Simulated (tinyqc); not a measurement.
# Gap voltage and exponent from three temperatures

Problem. At constant current VBE(T) = Vg0 - a T - eta (kB T/q) ln T, where a is a constant. Find Vg0, eta and dVBE/dT at the middle temperature.

Constants: q = 1.602176634e-19 C, kB = 1.380649e-23 J/K. Results are converted to the units shown.

T (K): [253, 273, 390]
VBE at a constant current (V): [0.8113410390, 0.7775563203, 0.5723805376]

Solution. The relation is linear in Vg0, a and eta, so three points give a linear system; the slope is (VBE - Vg0 - eta kB T/q)/T. eta rests on the curvature of VBE(T) alone, so real fits need accuracy of some tens of microvolts or better.

Vg0 = 1.16 V
eta = 3.30
dVBE/dT = -1.70 mV/K

Program tinyqc, `OMP_NUM_THREADS=1 python tinyqc.py 2062135 2062136 out.jsonl`; Intel Xeon 2.30GHz, shared host, one thread, about 0.03 s.
